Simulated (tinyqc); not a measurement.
## Memristor with linear dopant drift, Biolek window: effect of the frequency on the first half period

A film of thickness D has a doped share x: R = Ron x + Roff (1 - x), i = v/R, dx/dt = k i F with k = mv Ron/D^2 and F = 1 - x^(2 p) for i >= 0 and 1 - (x - 1)^(2 p) for i < 0. The drive is v = V0 sin(2 pi f t). The model has no threshold and no heating.

The equation is integrated to convergence over the first half period; the lobe area is the integral of i dv, down branch less up branch.

Parameters, values chosen for the exercise:
- Ron = 500 ohm (resistance of the fully doped film)
- Roff = 40000 ohm (resistance of the undoped film)
- D = 15 nm (film thickness)
- mv = 4.7e-14 m^2/(V s) (dopant mobility)
- x0 = 0.27 (doped share at t = 0)
- V0 = 0.5 V (amplitude)
- p = 2 (window exponent)

Effect of the frequency on the first half period:
```
f (Hz)  x at half period  R0/R(half period)  peak i (uA)  lobe area (uW)
4.2               0.4176              1.248        18.94          0.6969
7.1               0.3538              1.127        18.07          0.3599
12                0.3184              1.070        17.62          0.1980
20                0.2987              1.040        17.38          0.1142
35                0.2863              1.022        17.23         0.06363
59                0.2796              1.013        17.16         0.03725
99                0.2757              1.008        17.11         0.02203
170               0.2733              1.004        17.08         0.01277
```

As f goes from 4.2 to 170 Hz, x at half period falls from 0.418 to 0.273, the resistance ratio falls from 1.25 to 1.00 and the lobe area falls from 0.697 to 0.0128 uW. Between the last two rows the area goes as f^(-1.01): at high frequency too little charge passes, and the loop closes to the line of a fixed resistor.

Computed by the program tinyqc: `OMP_NUM_THREADS=1 python tinyqc.py 2880152 2880153 out.jsonl`, one thread of a shared Intel Xeon 2.30GHz, about 0.3 s for the whole run.
